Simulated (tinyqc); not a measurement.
## Thickness and doping from the maximum and minimum capacitance

Inverse problem. A MOS capacitor has Cmax = Cox = eps0 eox/tox and 1/Cmin = 1/Cox + Wm/(eps0 eps_r), with Wm = sqrt(4 eps0 eps_r Vt ln(N/ni)/(q N)) and N well above ni. Find tox, Wm and N.

Values chosen for this exercise; band and dielectric values close to those of silicon: temperature T = 250 K; relative permittivity eps_r = 11.5; relative permittivity of the gate insulator (close to silicon dioxide) eox = 3.9.

Constants: q = 1.602176634e-19 C, kB = 1.380649e-23 J/K, Vt = kB T/q, eps0 = 8.8541878128e-14 F/cm where lengths are in cm. Results are converted to the units shown.

Cmax = 1.1139140 uF/cm^2
Cmin = 0.031020300 uF/cm^2
ni = 8.4131565e7 cm^-3

Solution. Cmax gives tox and the series difference Wm. N follows by iterating N = 4 eps0 eps_r Vt ln(N/ni)/(q Wm^2); ln(N/ni)/N falls steadily for N > e ni, so there is one root in that range.

tox = 3.100 nm
Wm = 319.1 nm
N = 1.000e16 cm^-3

Program tinyqc, `OMP_NUM_THREADS=1 python tinyqc.py 2060166 2060167 out.jsonl`; Intel Xeon 2.30GHz, shared host, one thread, about 0.01 s.
